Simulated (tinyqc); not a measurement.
# Long-channel MOSFET, surface-potential model, step by step

Program tinyqc, `OMP_NUM_THREADS=1 python tinyqc.py 2360066 2360067 out.jsonl`; Intel Xeon 2.30GHz, shared host, one thread, about 0.05 s. Printed values are rounded.

n-channel transistor on a uniformly doped p-type body, gradual-channel approximation, constant mobility, Boltzmann statistics, full ionisation. Potentials are counted from the neutral body; V is the electron quasi-Fermi potential, Vsb at the source and Vsb + Vds at the drain. Charges are magnitudes per area.

Parameters, values chosen for the exercise; material values close to those of silicon: temperature T = 300 K; band gap Eg = 1.13 eV; relative permittivity of the semiconductor eps_r = 11.8; conduction-band density of states at T Nc = 2.81e19 cm^-3; valence-band density of states at T Nv = 2.68e19 cm^-3; acceptor density of the body Na = 1.8e16 cm^-3; relative permittivity of the gate insulator eox = 21.2; insulator thickness tox = 130 nm; flat-band voltage Vfb = -0.48 V; channel mobility mu = 190 cm^2/(V s); gate width W = 2 um; gate length L = 1 um; source-body reverse bias Vsb = 0 V; gate-source voltage Vgs = 1.92 V; drain-source voltage Vds = 0.2 V.

Constants: q = 1.602176634e-19 C, kB = 1.380649e-23 J/K, Vt = kB T/q, eps0 = 8.8541878128e-14 F/cm where lengths are in cm. Results are converted to the units shown.

## Body potential, insulator capacitance and body factor

ni = sqrt(Nc Nv) exp(-Eg/(2 Vt)), Eg in volts; phiF = Vt ln(Na/ni); Cox = eps0 eox/tox; gamma = sqrt(2 q eps0 eps_r Na)/Cox. VT = Vfb + 2 phiF + gamma sqrt(2 phiF + Vsb), m = 1 + gamma/(2 sqrt(2 phiF + Vsb)).

ni = 8.847861e9 cm^-3
phiF = 0.3755186 V
Cox = 0.1443914 uF/cm^2
gamma = 0.5376264 V^0.5
VT = 0.7369570 V
m = 1.310184

## Iteration 1: surface potential at the source by Newton steps

psi at the start (the smaller of 2 phiF + Vsb + 4 Vt and the root without inversion charge) = 0.8544450 V

With V = Vsb: G = psi - Vt + Vt e, e = exp((psi - 2 phiF - Vsb)/Vt); f = Vgs + Vsb - Vfb - psi - gamma sqrt(G); f' = -1 - gamma (1 + e)/(2 sqrt(G)); psi(new) = psi - f/f'.

G = 2.240058 V
f = 0.7408992 V
f' = -10.98572
psi after iteration 1 = 0.9218870 V

## Iteration 2: surface potential at the source by Newton steps

As before.

G = 20.06710 V
f = -0.9302554 V
f' = -45.56005
psi after iteration 2 = 0.9014688 V

## Course of the iteration: surface potential at the source by Newton steps

Stop when psi changes by less than 1e-10 V, or after 40 iterations.

Course of the iteration:
```
iteration    psi (V)  |change| (V)
1          0.9218870        0.0674
2          0.9014688        0.0204
3          0.8960170       5.45e-3
4          0.8956916       3.25e-4
5          0.8956905       1.09e-6
6          0.8956905      1.22e-11
```

Converged in 6 iterations. At the end the number of correct digits about doubles with each step.

## Charges and current of the charge-sheet model

psi_0 = 0.8956905 V
psi_L = 1.086656 V

psi_0 and psi_L solve Vgs + Vsb - Vfb - psi = gamma sqrt(G) at V = Vsb and Vsb + Vds. Qi = Cox gamma [sqrt(G) - sqrt(psi - Vt)], G = psi - Vt + Vt exp((psi - 2 phiF - V)/Vt), at both ends. With U = Vgs + Vsb - Vfb: drift = mu (W/L) Cox [U (psi_L - psi_0) - (psi_L^2 - psi_0^2)/2 - (2/3) gamma ((psi_L - Vt)^1.5 - (psi_0 - Vt)^1.5)]; diffusion = mu (W/L) Vt (Qi0 - QiL).

Qi0 = 144.8089 nC/cm^2
QiL = 109.6817 nC/cm^2
drift current = 9.229268 uA
diffusion current = 0.3450813 uA
drain current = 9.574350 uA

Drift carries 96.4 % of the current.

## Inversion charge along the channel

V, point 0 to 10 (V): 0  0.02  0.04  0.06  0.08  0.1  0.12  0.14  0.16  0.18  0.2

The surface potential psi at channel potential V solves Vgs + Vsb - Vfb - psi = gamma sqrt(G), G = psi - Vt + Vt exp((psi - 2 phiF - V)/Vt). Charge sheet: Qi = Cox gamma [sqrt(G) - sqrt(psi - Vt)]. Pao-Sah: Qi = (Cox gamma/2) integral from 3 Vt to psi of exp((u - 2 phiF - V)/Vt)/sqrt(G(u, V)) du.

```
point   psi (V)  Qi, charge sheet (nC/cm^2)  Qi, Pao-Sah (nC/cm^2)
0      0.895691                    144.8089               146.3872
1      0.914870                    141.2458               142.7646
2      0.934032                    137.6942               139.1556
3      0.953178                    134.1539               135.5599
4      0.972307                    130.6249               131.9773
5      0.991417                    127.1069               128.4074
6      1.010507                    123.6000               124.8502
7      1.029578                    120.1041               121.3054
8      1.048627                    116.6190               117.7730
9      1.067653                    113.1449               114.2529
10     1.086656                    109.6817               110.7449
```

At the source the charge-sheet charge is 1.1 % below the Pao-Sah one.

## Pao-Sah current by Simpson's rule

I = mu (W/L) integral of Qi dV; Simpson's rule on the 11 points, step Vds/10, weights 1, 4, 2, ..., 4, 1 times step/3.

Pao-Sah current = 9.762974 uA

Gauss-Legendre quadrature on many points gives 9.763 uA, so this value is within 0.01 % of it; the charge-sheet current, 9.574 uA, is 1.9 % below it.
